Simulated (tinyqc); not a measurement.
Classical Heisenberg spin chain: exact results, Metropolis, heat-bath and over-relaxation steps, and a Monte Carlo run. From chi back to temperature T. Computed by tinyqc, a small Python program. Command: `OMP_NUM_THREADS=1 python tinyqc.py 3130107 3130108 out.jsonl heismc inv`. One thread of a shared host (Intel(R) Xeon(R) Processor @ 2.30GHz), about 0.01 s of CPU time with the checks.

E = -J sum_i s_i . s_(i+1) for unit vectors s_i on an open chain; K = J/(k_B T).

Inputs (values chosen for the exercise, for a model chain of large moments): coupling J = 37 meV; moment mu = 3.9 mu_B.

Constants: k_B = 8.617333262e-05 eV/K; mu_B = 5.7883818060e-05 eV/T.

Method. Each bond angle is independent, so u = <s_i . s_(i+1)> = coth K - 1/K, <s_i . s_(i+n)> = u^n, correlation length xi = -1/ln|u|, energy per bond -J u, heat capacity per bond c/k_B = 1 - K^2/sinh^2 K, and for the long chain chi = mu^2 (1 + u)/(3 k_B T (1 - u)) per spin.

Problem. A run gave the result below. Find the temperature T, known to lie between 190 and 480 K.

chi = 0.02200803 mu_B/T per spin

Solution.

Each step takes the trial c = (a f_b - b f_a)/(f_b - f_a), f being the result less the target and a, b, c the logarithms of the listed values; c replaces end b, the old b replaces a if the sign of f changed, and otherwise f_a is halved.

Scan of the range:
```
temperature T (K)  chi (mu_B/T per spin)
190                            0.0673303
222                            0.0493389
259                            0.0366719
302                            0.0276276
352                            0.0210999
411                            0.0162751
480                            0.0127065
```

False position (Illinois rule, in the logarithm of the input) inside the bracket:
```
step    end a    end b    trial  chi (mu_B/T per spin)
1     302.000  352.000  344.577              0.0218892
2     302.000  344.577  342.738              0.0220928
3     344.577  342.738  343.502              0.0220078
4     342.738  343.502  343.500              0.0220080
5     342.738  343.500  343.500              0.0220080
6     343.500  343.500  343.500              0.0220080
```

chi falls at every point of a 13-point scan of the range (every second point is shown), so one value fits; it is bracketed by 302 and 352. Answer: temperature T = 343.5 K.
